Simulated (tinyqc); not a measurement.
What each parameter does: six-band k.p model of the valence band of a wurtzite crystal.

At k = 0: E1 = D1c + D2c + Te + Le (pure HH); E2, E3 = Le + u +/- sqrt(u^2 + 2 D3c^2), u = (D1c - D2c + Te)/2, D1c = Dcr, D2c = D3c = Dso/3. The weight of LH in state 2 is fL = (E2 - Le)^2/((E2 - Le)^2 + 2 D3c^2). Relative strengths of transitions to the conduction band: for E perpendicular to c (TE) 1/2, fL/2, (1 - fL)/2; for E along c (TM) 0, 1 - fL, fL, with one momentum element for both directions.

Strain of a c-plane layer: exx = eyy = e_par, ezz = -2 (C13/C33) e_par; Le = D1 ezz + D2 (exx + eyy), Te = D3 ezz + D4 (exx + eyy).

Conduction edge: Ec = (top of the unstrained valence band) + Eg + (a1 + D1) ezz + (a2 + D2)(exx + eyy).

Inputs chosen for the exercise (near those of AlGaN; shifted at random, so the results belong to these values and not to a real crystal):
```
symbol  value    unit  meaning
Dcr     -0.0673  eV    crystal-field splitting
Dso     0.0179   eV    spin-orbit splitting
Eg      4.855    eV    direct gap at Gamma from the top of the unstrained valence band
a1      -4.03    eV    gap potential along c
a2      -11.39   eV    gap potential in the plane
D1      -9.98    eV
D2      6.44     eV
D3      8.24     eV
D4      -4.11    eV
C13     106      GPa
C33     368      GPa
e_par   -0.0069        exx = eyy of a c-plane layer
```

Splittings at k = 0 under the strain, fL and the lowest transition. Each row changes one parameter from the base and keeps the others.

Results:
```
case               E1 - E2 (meV)  E1 - E3 (meV)      fL  lowest transition (eV)
base                        8.34          31.73  0.8463                  4.9690
a1 = -3.224 eV              8.34          31.73  0.8463                  4.9722
C33 = 441.6 GPa             7.30          27.31  0.7686                  4.9771
C13 = 84.8 GPa              7.04          26.48  0.7483                  4.9787
D3 = 9.888 eV               9.15          37.48  0.9016                  4.9624
Dcr = -0.05384 eV           9.70          43.83  0.9346                  4.9557
D1 = -11.976 eV             8.34          31.73  0.8463                  4.9690
a2 = -9.112 eV              8.34          31.73  0.8463                  4.9375
D2 = 7.728 eV               8.34          31.73  0.8463                  4.9690
```

The largest shifts from the base row, up to three for each result and ties (the steps differ in size, so this ranks the rows, not the parameters). E1 - E2 (meV): Dcr +1.36, C13 -1.30, C33 -1.03; unchanged at the printed digits by a1, D1, a2 and D2. E1 - E3 (meV): Dcr +12.10, D3 +5.74, C13 -5.25; unchanged at the printed digits by a1, D1, a2 and D2. fL: C13 -0.0980, Dcr +0.0883, C33 -0.0778; unchanged at the printed digits by a1, D1, a2 and D2. lowest transition (eV): a2 -0.0314, Dcr -0.0133, C13 +0.0098; unchanged at the printed digits by D1 and D2. D1 and D2 shift all valence edges and the conduction edge alike, so they drop out of splittings and transitions.

Run: tinyqc, `OMP_NUM_THREADS=1 python tinyqc.py 1051232 1051233 out.jsonl`; Intel(R) Xeon(R) Processor @ 2.30GHz, one thread, shared host; about 0.01 s of CPU time with all checks.
